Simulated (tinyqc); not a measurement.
Polytypes by hexagonality, and a cubic inclusion as a quantum well: sweeps and comparisons. A value that a table varies takes the place of the one given here.

Gap: E3 + (E2 - E3) h. Valence top Ev2 h and polarisation P2 h, both counted from 3C; Ec = Ev + gap.

A cubic inclusion of width L = N d in the host (h = 1) is a well of depth V = Ec(host) - Ec(3C). Square well with mass mismatch: k tan(k L/2) = (m_w/m_b) q, k = sqrt(m_w E/c), q = sqrt(m_b (V - E)/c), c = hbar^2/2m0, lowest root. The depth of the level, V - E, is its binding, and the transition to the valence top of the host is gap(host) - (V - E). The step in polarisation gives a field |F| = |P|/(eps eps0) in a thin inclusion, eps0 = 8.8541878e-12 F/m.

Constants: hbar^2/2m0 = 3.80998211 eV angstrom^2.

Values chosen for the exercise (of the order of those of InP; shifted at random, so the results belong to these values and not to a real crystal):
```
symbol  value           unit      meaning
E3      1.415           eV        gap of the cubic polytype
E2      1.489           eV        gap of 2H
Ev2     0.05            eV        valence top of 2H above that of 3C
P2      -0.0023         C/m^2     spontaneous polarisation of 2H
m       (0.079, 0.076)  m0        electron mass along c in the cubic layer and in the host
d       3.384           angstrom  thickness of a double layer
eps     12.5                      dielectric constant
N       18                        double layers in the cubic inclusion
```

## Width of the inclusion

Without the field: square well. With it, the potential inside is |F| (z - L/2), the host conduction edge lies at V - |F| L/2 on one side and V + |F| L/2 on the other, and the lowest level E_F is found by finite differences (step 0.25 angstrom, wide box, good to about 1 meV). Holes sit in the host on the high side, so the transition is gap(host) - V + E_F - |F| L/2. A dash: bound by less than 2 meV or not at all.

Results:
```
N   L (angstrom)  depth (eV)  transition (eV)  depth below the low side, with field (eV)  transition with field (eV)
2           6.77       0.003            1.486                                          -                           -
4          13.54       0.012            1.477                                      0.002                       1.459
6          20.30       0.024            1.465                                      0.008                       1.439
10         33.84       0.047            1.442                                      0.019                       1.400
15         50.76       0.069            1.420                                      0.028                       1.356
20         67.68       0.084            1.405                                      0.031                       1.317
30        101.52       0.100            1.389                                      0.032                       1.246
```

The square well binds a level even at N = 2 (3 meV), as any symmetric one-dimensional well does; the depth grows to 100 of 124 meV, and the transition tends to E3 - Ev(host) = 1.365 eV. With the field the level is bound by 2 meV or more for N = 4, 6, 10, 15, 20 and 30, and the transition is lowered by 18 meV at N = 4 and 143 meV at N = 30, where |F| L/2 = 105 meV. Free carriers or surface charge screen the field and the step between the two sides; with the field removed every row returns to its square-well depth, and the attraction to the hole, left out here, binds the electron further.

## What each parameter does

Well depth, depth of the level, transition without the field and field. Each row changes one parameter from the base and keeps the others.

Results:
```
case                   V (eV)  depth (eV)  transition (eV)  |F| (MV/cm)
base                   0.1240      0.0788           1.4102        0.208
N = 19                 0.1240      0.0815           1.4075        0.208
Ev2 = 0.08 eV          0.1540      0.1044           1.3846        0.208
E3 = 1.395 eV          0.1440      0.0958           1.3932        0.208
E2 = 1.519 eV          0.1540      0.1044           1.4146        0.208
P2 = -0.003 C/m^2      0.1240      0.0788           1.4102        0.271
eps = 13.5             0.1240      0.0788           1.4102        0.192
m = (0.095, 0.076) m0  0.1240      0.0812           1.4078        0.208
```

The largest shifts from the base row, up to three for each result and ties (the steps differ in size, so this ranks the rows, not the parameters). V (eV): Ev2 +0.0300, E2 +0.0300, E3 +0.0200; unchanged at the printed digits by N, P2, eps and m. depth (eV): Ev2 +0.0256, E2 +0.0256, E3 +0.0170; unchanged at the printed digits by P2 and eps. transition (eV): Ev2 -0.0256, E3 -0.0170, E2 +0.0044; unchanged at the printed digits by P2 and eps. |F| (MV/cm): P2 +0.063, eps -0.015; unchanged at the printed digits by N, Ev2, E3, E2 and m.

tinyqc: `OMP_NUM_THREADS=1 python tinyqc.py 1850837 1850838 out.jsonl`; about 0.04 s, one thread, shared Intel(R) Xeon(R) Processor @ 2.30GHz.
